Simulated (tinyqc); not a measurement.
RHF in the sto-3g basis, for H3+, spin multiplicity 1, step by step. One step of it, computed by the program tinyqc.

Question. Iteration 2: diagonalisation and new density. Diagonalise F' = X^T F X, C = X C', fill 1 alpha and 1 beta electrons from the bottom; D = 2 C_occ C_occ^T. Each column has its largest component positive (the first on a tie).

extrapolated F (hartree), lower triangle:
```
,1H 1s,2H 1s,3H 1s
1H 1s,-0.635033
2H 1s,-0.554322,-0.635691
3H 1s,-0.554034,-0.556081,-0.635004
```

X, lower triangle:
```
,1H 1s,2H 1s,3H 1s
1H 1s,1.097983
2H 1s,-0.172057,1.097983
3H 1s,-0.172185,-0.172185,1.098042
```

Give: F' = X^T F X; orbital energies; coefficients C; D after iteration 2.

Answer.

F' = X^T F X (hartree), lower triangle:
```
,1,2,3
1,-0.4172
2,-0.2865,-0.4171
3,-0.2862,-0.2889,-0.4164
```

orbital energies (hartree): MO1 -0.9912, MO2 -0.1316, MO3 -0.1279

coefficients C:
```
,MO1,MO2,MO3
1H 1s,0.4340,1.0375,-0.0090
2H 1s,0.4362,-0.5259,-0.8933
3H 1s,0.4353,-0.5101,0.9029
```

D after iteration 2, lower triangle:
```
,1H 1s,2H 1s,3H 1s
1H 1s,0.3767
2H 1s,0.3786,0.3805
3H 1s,0.3778,0.3797,0.3789
```
